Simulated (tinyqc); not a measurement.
Moment against temperature: Stoner model of a band ferromagnet.

Density of states per atom and spin: flat with a rise to the top, D(e) = (M/W) [1 - sp + 4 sp (e/W + 1/2)^3]. Levels e -/+ I m/2 for up and down spin, m = n_up - n_down, n_up + n_down = nd. At zero temperature e(N) is the energy below which N states lie, and E(m) = sum over spins of integral e D de - I m^2/4.

Constants: kB = 8.617333262e-05 eV/K.

Parameters, chosen for this exercise:
- W = 4.3 eV (band width, e from -W/2 to W/2)
- M = 5 (states per atom and spin)
- nd = 9.04 (electrons per atom)
- sp = 0.43 (shape parameter)
- I = 0.5 eV (Stoner parameter)

Fermi-Dirac occupations on 600 equal energy intervals; m is iterated from saturation until it changes by less than 1e-7 or for 400 rounds; the paramagnet is unstable while I times the mean of D weighted by -df/de exceeds 1.

Results:

| T/Tc | T (K) | m (muB) | I D(T) of the paramagnet |
|---|---|---|---|
| 0.10 | 122 | 0.960 | 1.205 |
| 0.30 | 365 | 0.946 | 1.202 |
| 0.50 | 608 | 0.881 | 1.171 |
| 0.65 | 790 | 0.786 | 1.127 |
| 0.80 | 972 | 0.630 | 1.074 |
| 0.90 | 1094 | 0.462 | 1.037 |
| 0.95 | 1154 | 0.332 | 1.018 |
| 1.10 | 1337 | 0.000 | 0.964 |

Tc (from I D(T) = 1) = 1.22e+03 K

kB Tc = 0.105 eV, 0.22 of the exchange splitting at zero temperature. m keeps 0.92 of its first value at half Tc and 0.48 at 0.9 Tc. The model knows only Stoner excitations; spin waves and local moments bring the ordering temperature below the Stoner value.

Computed by tinyqc, a small Python program: `OMP_NUM_THREADS=1 python tinyqc.py 1680135 1680136 out.jsonl` (the numbers bound the seed that draws the inputs); one thread of a shared host (Intel(R) Xeon(R) Processor @ 2.30GHz), about 0.3 s for the whole set of steps.
